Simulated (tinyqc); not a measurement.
# Length offset and series resistance from crossing lines

Inverse problem. R_total = Rs + k (L - dL)/Vo with constant Rs, dL and k. Find k, dL and Rs.

R_total at (L, Vo) = (45, 0.4), (90, 0.4), (45, 0.73) and (90, 0.73), L in nm and Vo in V (ohm um): [535, 985, 370, 616.57534]

Solution. At each overdrive R is a straight line in L with slope k/Vo; the two lines cross at L = dL, R = Rs.

k = 4.00 ohm um V/nm
dL = 8.50 nm
Rs = 170 ohm um

Computed by the program tinyqc: `OMP_NUM_THREADS=1 python tinyqc.py 2282056 2282057 out.jsonl`, one thread of a shared Intel Xeon 2.30GHz, about 0.03 s for the whole run.
